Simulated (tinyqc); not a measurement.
MOSFET in saturation, small-signal circuit and noise: one step of the calculation.

Bias by the inversion coefficient IC = I/Ispec (charge-based model with velocity saturation; weak inversion below 0.1, strong above 10). Common-source circuit: gm, gds, Cgs, Cgd and Cj at the inner nodes, Rg in series with the gate; quasi-static, no source or drain resistance, no gate-body capacitance, no substrate network, no induced gate noise, so fmax is an upper estimate.

Task. Capacitances, gate resistance and cut-off frequencies. qs = [sqrt(1 + 4 IC) - 1]/2, Cgs = Cox W L qs (2 qs + 3)/(3 (qs + 1)^2) + Cov W, Cgd = Cov W, Cd = Cj W, Rg = Rsh (Wf/L)/(12 Nf) + Rc/W with Nf = W/Wf fingers (not rounded) contacted at both ends. fT = gm/(2 pi (Cgs + Cgd)), fmax = fT/(2 sqrt(Rg (gds + 2 pi fT Cgd))).

Values chosen for this exercise: gate length L = 350 nm; total gate width W = 40 um; gate capacitance Cox = 2.29 uF/cm^2; overlap and fringe capacitance per side Cov = 0.41 fF/um; drain junction capacitance Cj = 0.73 fF/um; sheet resistance of the gate Rsh = 15 ohm; finger width Wf = 2 um; gate contact and vertical resistance Rc = 200 ohm um; inversion coefficient IC = 1.7.

gm = 3.7576151 mS
gds = 0.032315490 mS

Wanted: Cgs; Cgd; Cd; Rg; fT; fmax.

Result.

Cgs = 144.1 fF
Cgd = 16.40 fF
Cd = 29.20 fF
Rg = 5.357 ohm
fT = 3.727 GHz
fmax = 39.46 GHz

Overlap and fringe make up 20.4 % of the gate capacitance; fmax is 10.6 times fT.

Computed by the program tinyqc: `OMP_NUM_THREADS=1 python tinyqc.py 2150066 2150067 out.jsonl`, one thread of a shared Intel Xeon 2.30GHz, about 0.01 s for the whole run.
